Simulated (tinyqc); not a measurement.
Thermal displacements in the Debye model: Debye-Waller factors, bond-length spread and the Lindemann rule. Changing the gamma-ray energy E. Computed by tinyqc, a small Python program. Command: `OMP_NUM_THREADS=1 python tinyqc.py 3022374 3022375 out.jsonl debyewaller sweep`. One thread of a shared host (Intel(R) Xeon(R) Processor @ 2.30GHz), about 0.01 s of CPU time with the checks.

A Debye spectrum with three branches of one velocity, cut at k_B Theta; 4 atoms per cube, nearest neighbours at d = 0.707107 a.

Inputs (values chosen for the exercise, modelled on aluminium): atomic mass M = 26.98 u; Debye temperature Theta = 382 K; temperature T = 300 K.

Structure: fcc.

Constants: hbar^2/u = 4.18015928e-03 eV angstrom^2; k_B = 8.617333262e-05 eV/K; e = 1.602176634e-19 C; u = 1.6605390666e-27 kg; c = 299792458 m/s; hbar = 6.582119569e-16 eV s.

Method:
- <u_x^2> = (3 hbar^2/(2 M k_B Theta)) int_0^1 s coth(s Theta/(2T)) ds (64 Gauss-Legendre points); it tends to 3 hbar^2/(4 M k_B Theta) at T = 0 and to 3 hbar^2 T/(M k_B Theta^2) at high T.
- B = 8 pi^2 <u_x^2>.
- A nucleus of this mass is supposed to emit a gamma ray of the energy chosen: recoil energy E_R = E^2/(2 M c^2), wave number k_g = E/(hbar c), recoil-free fraction f = exp(-k_g^2 <u_x^2>).

One run for each value:
```
gamma-ray energy E (keV)  recoil-free fraction f  recoil energy (meV)  k_g (1/angstrom)
4.0                                   9.5353e-01           3.1832e-01             2.027
6.0                                   8.9846e-01           7.1623e-01             3.041
10.0                                  7.4274e-01           1.9895e+00             5.068
14.4                                  5.3972e-01           4.1255e+00             7.298
22.0                                  2.3705e-01           9.6293e+00            11.149
35.0                                  2.6166e-02           2.4372e+01            17.737
50.0                                  5.9006e-04           4.9738e+01            25.339
70.0                                  4.6877e-07           9.7486e+01            35.474
```

What does the table show, and why?

Over the rows, recoil-free fraction f falls from 0.954 to 4.69e-7 (exponent d ln y / d ln x -0.15 between the first rows and -21 between the last); recoil energy (meV) rises from 0.318 to 97.5 (exponent d ln y / d ln x about 2.0 throughout); k_g (1/angstrom) rises from 2.03 to 35.5 (exponent d ln y / d ln x about 1.0 throughout). ln f goes as -E^2, so only low-energy gamma rays leave without recoil at this T.
